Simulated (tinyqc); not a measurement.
Switching field against angle and time: single-domain magnet: Stoner-Wohlfarth switching, Neel-Arrhenius retention, LLG dynamics and spin torque. Computed by tinyqc, a small Python program. Command: `OMP_NUM_THREADS=1 python tinyqc.py 3011699 3011700 out.jsonl macro walk`. One thread of a shared host (Intel(R) Xeon(R) Processor @ 2.30GHz), about 0.01 s of CPU time with the checks.

The moment is uniform, with unit vector m; z is the easy axis. mu_0 = 1.25663706212e-6 T m/A, gamma = 1.76085963023e11 rad/(s T).

Inputs (values chosen for the exercise, for a model magnet):
```
quantity                      value    unit
saturation magnetisation M_s    874    kA/m
diameter d                       47      nm
thickness t                    0.94      nm
interface anisotropy K_i      0.561  mJ/m^2
bulk anisotropy K_u               0  kJ/m^3
exchange stiffness A             16    pJ/m
temperature T                   300       K
attempt frequency f0              1     GHz
waiting time t_w                100       s
```

Shape: thin disc, easy axis normal to it.

Constants: k_B = 1.380649e-23 J/K.

Method:
- The disc is treated as an oblate spheroid with p = t/d: N_z = [1 - p arccos(p)/sqrt(1 - p^2)]/(1 - p^2); V = pi d^2 t/4; K_eff = K_u + K_i/t + K_shape, K_shape = -(mu_0 M_s^2/4)(3 N_z - 1); mu_0 H_K = 2 K_eff/M_s.
- Delta = K_eff V/(k_B T); tau = exp(Delta)/f0; probability of a flip within t_w: P = 1 - exp(-t_w/tau). Wall width parameter sqrt(A/K_eff); a two-domain state costs 4 sqrt(A K_eff) times the cross-section that the wall cuts (d t).
- Energy over K_eff V: e(theta) = sin^2(theta) + 2 h cos(theta - psi) for m at the angle theta from +z and a field that points at psi from -z (it pulls m away from +z towards negative theta); h_sw = (cos^(2/3) psi + sin^(2/3) psi)^(-3/2).
- Switching field at T: the h at which the exact barrier equals ln(f0 t_w/ln 2) k_B T (0 if the zero-field barrier is lower). Sharrock form: h_sw [1 - (ln(f0 t_w/ln 2)/Delta)^(1/n)], n = 0.86 + 1.14 h_sw.

stability factor Delta = 54.6927

Fields over H_K:
```
psi (degrees)  h_sw at T = 0  thermal, exact barrier  thermal, Sharrock form
1                    0.90707                 0.30725                 0.29834
10                   0.67381                 0.25958                 0.25014
20                   0.57365                 0.22964                 0.22536
30                   0.52402                 0.21315                 0.21196
45                   0.50000                 0.20482                 0.20519
60                   0.52402                 0.21315                 0.21196
75                   0.61466                 0.24247                 0.23585
89                   0.90707                 0.30725                 0.29834
```

What does the comparison show, and why?

At T = 0 the field is least at 45 degrees, H_K/2, and symmetric about it. Thermal help lowers it to 34 % at 1 degree and 41 % at 45 degrees; the Sharrock form misses the exact barrier by at most about 0.009 H_K, at psi = 10 (and its mirror angle). Caution: a flat cylinder has a smaller N_z than the spheroid of the same t/d, so K_eff of a real disc is larger.

Extremes, crossings and ranges named in words are read from the listed rows.
